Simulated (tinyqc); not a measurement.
Capacitance of parallel on-chip lines from Laplace's equation on a mesh: two steps of the calculation.

Cross-section of an endless row of equal lines between two grounded planes; neighbours are driven in antiphase (+1 V and -1 V), so the plane midway between two lines is at 0 V. By symmetry one quarter is solved: x runs from the centre of a line (column 0, mirror) to that midplane (column 5, 0 V), y from the mid-height of the line (row 0, mirror) to the ground plane (row 4, 0 V). The line fills columns 0 to 2 and rows 0 to 1 at 1 V. Cells beside the line (below row 1) have e2, cells above have e1. Each link between nodes has the conductance g = mean permittivity of the two cells beside it (a cell beyond a mirror counts as 0), and the free nodes obey sum g (V_neighbour - V) = 0.

Parameters, values chosen for the exercise:

| symbol | value | unit | meaning |
|---|---|---|---|
| e1 | 3 |  | relative permittivity above and below the lines |
| e2 | 2 |  | relative permittivity between the lines |
| om | 1.4 |  | over-relaxation factor |

Constants: eps0 = 8.8541878128e-12 F/m. Results are converted to the units shown.

Problem 1. Relaxation sweep. One sweep visits the free nodes row by row from row 0, left to right, and replaces V by V + om (weighted mean of the neighbours - V), using new values at once.

V at the start (V):
```
       col 0  col 1  col 2  col 3  col 4  col 5
row 0      1      1      1      0      0      0
row 1      1      1      1      0      0      0
row 2      0      0      0      0      0      0
row 3      0      0      0      0      0      0
row 4      0      0      0      0      0      0
```

gx:
```
       col 0  col 1  col 2  col 3  col 4
row 0      1      1      1      1      1
row 1    2.5    2.5    2.5    2.5    2.5
row 2      3      3      3      3      3
row 3      3      3      3      3      3
row 4    1.5    1.5    1.5    1.5    1.5
```

gy:
```
       col 0  col 1  col 2  col 3  col 4  col 5
row 0      1      2      2      2      2      1
row 1    1.5      3      3      3      3    1.5
row 2    1.5      3      3      3      3    1.5
row 3    1.5      3      3      3      3    1.5
```

Find: V after sweep 1.

Solution 1.

V after sweep 1 (V):
```
       col 0  col 1  col 2  col 3  col 4  col 5
row 0  1.000  1.000  1.000  0.350  0.122  0.000
row 1  1.000  1.000  1.000  0.448  0.191  0.000
row 2  0.350  0.472  0.515  0.337  0.185  0.000
row 3  0.122  0.208  0.253  0.207  0.137  0.000
row 4  0.000  0.000  0.000  0.000  0.000  0.000
```

Problem 2. Capacitance per length. C = 4 eps0 sum g (difference of V)^2 over all links (twice the energy of the four quarters, line at 1 V). Plate estimate without fringing: eps0 [2 e1 w/hd + 2 e2 t/(s/2)], w = 4 hx, t = 2 hx, s/2 = 3 hx, hd = 3 hx.

converged V (V):
```
           col 0      col 1      col 2      col 3      col 4      col 5
row 0  1.0000000  1.0000000  1.0000000  0.5834874  0.2649092  0.0000000
row 1  1.0000000  1.0000000  1.0000000  0.5345203  0.2380748  0.0000000
row 2  0.6396334  0.6247612  0.5612062  0.3610139  0.1715427  0.0000000
row 3  0.3090111  0.2982055  0.2590495  0.1767864  0.0870823  0.0000000
row 4  0.0000000  0.0000000  0.0000000  0.0000000  0.0000000  0.0000000
```

gx:
```
       col 0  col 1  col 2  col 3  col 4
row 0      1      1      1      1      1
row 1    2.5    2.5    2.5    2.5    2.5
row 2      3      3      3      3      3
row 3      3      3      3      3      3
row 4    1.5    1.5    1.5    1.5    1.5
```

gy:
```
       col 0  col 1  col 2  col 3  col 4  col 5
row 0      1      2      2      2      2      1
row 1    1.5      3      3      3      3    1.5
row 2    1.5      3      3      3      3    1.5
row 3    1.5      3      3      3      3    1.5
```

Wanted: C; plate estimate.

Solution 2.

C = 161.60 aF/um
plate estimate = 94.445 aF/um

Program tinyqc, `OMP_NUM_THREADS=1 python tinyqc.py 2790103 2790104 out.jsonl`; Intel Xeon 2.30GHz, shared host, one thread, about 1 s.
